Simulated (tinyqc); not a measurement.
Inside a calculation. Model: electron-beam lithography: double-Gaussian proximity function, edge placement and dose correction for parallel lines. Computed by tinyqc, a small Python program that keeps every step. Command: `OMP_NUM_THREADS=1 python tinyqc.py 3113302 3113303 out.jsonl proximity walk`. One thread of a shared host (Intel(R) Xeon(R) Processor @ 2.30GHz), about 0.01 s of CPU time with the checks. Intermediate numbers are printed to about 7 digits and carried at full precision; extremes and crossings named in words are read from the listed rows.

Lines are infinitely long. Absorbed energy is counted so that the middle of a very large area written at dose 1 receives 1; the resist develops where it exceeds 1/2.

Inputs (values chosen for the exercise, of the order of those for 100 keV electrons in resist on silicon):
```
quantity                               value               unit
forward range alpha                   0.0099         micrometre
backscatter range beta                    31         micrometre
backscatter ratio eta                   0.87                  -
base dose D0                             230  microcoulomb/cm^2
beam current                             7.2                 nA
pixel size                                 4                 nm
width of the test line                  0.27         micrometre
pattern density around the test line    0.18                  -
```

line widths (micrometre): 11  3.9  15  0.05  0.034

gaps between the lines (micrometre): 0.15  2.7  0.062  0.069

Constants: e = 1.602176634e-19 C.

## Layout

The first line starts at x = 0; each next one starts after the width and the gap.

Lines (micrometre):
```
line  left edge  right edge  centre
1         0.000      11.000   5.500
2        11.150      15.050  13.100
3        17.750      32.750  25.250
4        32.812      32.862  32.837
5        32.931      32.965  32.948
```

## Interaction matrix

f(r) = [exp(-r^2/alpha^2)/alpha^2 + eta exp(-r^2/beta^2)/beta^2]/(pi (1 + eta)). A line from a to b at dose d gives E(x) = d [S(alpha) + eta S(beta)]/(1 + eta), S(s) = [erf((b - x)/s) - erf((a - x)/s)]/2. M_ij is the mean of E at the two edges of line i from line j at dose 1.

M:
```
           1          2          3          4          5
1  0.3567534  0.0302132  0.0837396  0.0001978  0.0001337
2  0.0866067  0.3002285  0.1071782  0.0002821  0.0001909
3  0.0611759  0.0271684  0.3851349  0.0003787  0.0002571
4  0.0430405  0.0220116  0.1176006  0.2678030  0.0002879
5  0.0427746  0.0219115  0.1174012  0.0004234  0.2676672
```

## Dose correction

Uncorrected edge energies are M 1. Solve M d = 1/2 for the doses d that put the mean edge energy of every line at the threshold.

edge energies at dose 1: 1 0.4710377, 2 0.4944863, 3 0.4741151, 4 0.4507436, 5 0.4501778

corrected doses: 1 1.069443, 2 0.977564, 3 1.057514, 4 1.149192, 5 1.151412

largest over smallest dose = 1.177837

Line 5 needs the most and line 2 the least; a narrow isolated line much wider than alpha would need 1 + eta = 1.87.

## Printed widths

Edges are the roots of E(x) = 1/2 between a line centre and the middle of the next gap. Three cases: dose 1 everywhere; one common dose equal to the mean of d; the corrected doses.

Width error, printed less drawn (nm):
```
line  drawn width (nm)     dose 1  mean dose  corrected
1                11000  -1.915460   0.561647   1.54e-04
2                 3900  -0.361896   2.105603   8.00e-06
3                15000  -1.712713   0.765586   1.36e-04
4                   50  -3.261807  -0.773496   1.00e-06
5                   34  -3.300022  -0.810697   1.00e-06
```

With the common mean dose the errors span 2.9 nm. With corrected doses the largest error is below 0.01 nm.

## Dose to size and latitude

A test line of width w << beta in surroundings of density rho, all at dose d: near its edge E(x) = d [S + eta rho]/(1 + eta), S = [erf((b - x)/alpha) - erf((a - x)/alpha)]/2 for edges a and b, the second term being the background energy. Dose to size d_s = (1 + eta)/(erf(w/alpha) + 2 eta rho), dose = d_s D0; edge slope d [1 - exp(-w^2/alpha^2)]/(sqrt(pi) alpha (1 + eta)); width change per 1 % of dose = 2 x 0.01 x (1/2)/slope.

dose to size d_s = 1.424002

dose = 327.5206 microcoulomb/cm^2

edge slope = 0.04339693 1/nm

width change per 1 % of dose = 0.2304311 nm

background energy = 0.1192507

The background supplies 24 % of the threshold.

## Shot noise and writing time

With dose = d_s D0: electrons per pixel N = dose x pixel area/e; relative noise 1/sqrt(N); time per cm^2 of pattern area = dose x density/current; pixel rate = current/(dose x pixel area).

electrons per pixel = 327.0756

shot noise = 5.529373 %

writing time per cm^2 = 2.274448 h

pixel rate = 137.3960 MHz

Checks made by the program: corrected edge energies (relative difference below 1e-10).
